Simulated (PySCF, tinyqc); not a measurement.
Inside a calculation. Method: G0W0 on RHF in the sto-3g basis, for H4, spin multiplicity 1. The lowest restricted solution is unstable here: a spin-polarised one lies 0.0017 hartree lower (PySCF). One step of it, computed by the program tinyqc.

Question. G0W0 on Hartree-Fock: LUMO. W(p,q,m) = sqrt2 sum_ia (pq|ia) (X+Y)_ia,m; Sigma_c(x) = sum_(i,m) W^2/(x - e_i + w_m) + sum_(a,m) W^2/(x - e_a - w_m); solve x = e_p + Sigma_c(x) by Newton steps; Z = 1/(1 - dSigma/dx); 1 hartree = 27.211386 eV.

orbital energies (hartree): MO1 -0.564627, MO2 -0.337135, MO3 0.306979, MO4 0.568816

Two-electron integrals over orbitals (pq|rs), unique and non-zero (hartree):
```
(11|11) 0.466605   (21|21) 0.161766   (22|11) 0.463418   (22|22) 0.472278
(31|31) 0.114552   (32|32) 0.088680   (33|11) 0.455020   (33|22) 0.455471
(33|33) 0.463051   (41|32) 0.086716   (41|41) 0.084839   (42|31) 0.118591
(42|42) 0.128698   (43|21) 0.162056   (43|43) 0.177860   (44|11) 0.462353
(44|22) 0.470908   (44|33) 0.471808   (44|44) 0.487860
```

excitation energies w (hartree): 0.750935  0.892601  1.284313  1.322419

X + Y:
```
             1          2         3         4
1>3   0.000000   0.749370  0.537004  0.000000
1>4  -0.318151   0.000000  0.000000  0.894215
2>3   0.894555   0.000000  0.000000  0.180730
2>4   0.000000  -0.656714  0.636915  0.000000
```

Give: The 12 largest terms at x = e_p; Newton steps; quasiparticle energy of the LUMO; Hartree-Fock value.

Answer.

The 12 largest terms at x = e_p (hartree; W for the signs of X + Y given):
```
q  m       W      term
1  3  0.1938    0.0174
2  4  0.1323    0.0089
2  1  0.0732    0.0038
1  2  0.0113  7.19e-05
```

Newton steps (hartree):
```
step       x  Sigma_c(x)       Z
0     0.3070      0.0302  0.9848
1     0.3368      0.0298  0.9853
2     0.3368      0.0298  0.9853
```

quasiparticle energy of the LUMO = 9.1638 eV

Hartree-Fock value = 8.3533 eV
